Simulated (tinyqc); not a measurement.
Weibull analysis of times to dielectric breakdown, with area scaling: one step of the calculation.

Breakdown times follow F(t) = 1 - exp(-(t/t63)^beta). The 12 times below were drawn at random from beta = 2.2, t63 = 69 s and are treated as data; all samples failed.

Problem. Straight-line fit. W = ln(-ln(1 - F)) is the Weibull ordinate of each ranked failure. Least squares of W on ln t: beta = sum (x - mean x)(W - mean W)/sum (x - mean x)^2 with x = ln t, and ln t63 = mean x - mean W/beta.

Inputs (values chosen for the exercise):
- t63 = 69 s (characteristic time of a test capacitor)
- beta = 2.2 (Weibull slope)

```
i            W       ln t
1   -2.8454583  3.2308044
2   -1.9142476  3.3534067
3   -1.4041708  3.6584202
4   -1.0374040  4.0707347
5   -0.7413376  4.0893320
6   -0.4851758  4.1287460
7   -0.2520186  4.2541933
8   -0.0303211  4.3214801
9    0.1900943  4.3333615
10   0.4216302  4.3412046
11   0.6866603  4.3681812
12   1.0558340  4.9344739
```

Wanted: beta; t63.

Solution.

beta = 2.2951
t63 = 75.274 s

beta is 4.3 % above the value that made the data and t63 9.1 % above it.

Numbers from tinyqc (`OMP_NUM_THREADS=1 python tinyqc.py 2070125 2070126 out.jsonl`; about 0.01 s on one thread of a shared Intel Xeon 2.30GHz).
